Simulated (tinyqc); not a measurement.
Schottky barrier on an n-type semiconductor with a surface-enhanced doping, non-linear Poisson equation by Newton steps: one step of the calculation.

One dimension, metal at x = 0, donor density C(x) = Nd + N0 exp(-x/Ls). Energies are counted from the electron Fermi level of the semiconductor and the conduction-band edge is Ec = -psi, so n = Nc exp(psi/Vt); holes follow the Fermi level of the metal, at -V, so p = Nv exp((V - psi - Eg)/Vt). Ends: psi(0) = V - phiB and psi = Vt ln(Nd/Nc) deep inside. Boltzmann statistics, full ionisation, no current, no image force in the Poisson equation.

Problem. End potentials, built-in voltage, Debye length. psi_0 = V - phiB, psi_b = Vt ln(Nd/Nc), Vbi = phiB - Vt ln(Nc/Nd), LD = sqrt(eps0 eps_r Vt/(q Nd)), W = sqrt(2 eps0 eps_r (Vbi - V)/(q Nd)), hole density at the metal p_0 = Nv exp((phiB - Eg)/Vt).

Values chosen for this exercise; band and dielectric values those of a made-up semiconductor:
```
symbol    value   unit                                      meaning
T           300      K                                  temperature
Eg         1.31     eV                                     band gap
eps_r      11.7                               relative permittivity
Nc      2.28e19  cm^-3       conduction-band density of states at T
Nv      2.41e19  cm^-3          valence-band density of states at T
Nd       5.6e15  cm^-3      donor density deep in the semiconductor
phiB       0.63     eV                               barrier height
V             0      V  bias of the metal against the semiconductor
```

Constants: q = 1.602176634e-19 C, kB = 1.380649e-23 J/K, Vt = kB T/q, eps0 = 8.8541878128e-14 F/cm where lengths are in cm. Results are converted to the units shown.

Wanted: psi_0; psi_b; Vbi; LD; W for uniform Nd; p_0.

Solution.

psi_0 = -0.6300 V
psi_b = -0.2149 V
Vbi = 0.4151 V
LD = 54.63 nm
W for uniform Nd = 309.6 nm
p_0 = 9.089e7 cm^-3

The hole density at the metal is 1.6e-8 times Nd, so holes hardly matter.

tinyqc, about 0.07 s, one thread, Intel Xeon 2.30GHz (shared host): `OMP_NUM_THREADS=1 python tinyqc.py 2020083 2020084 out.jsonl`
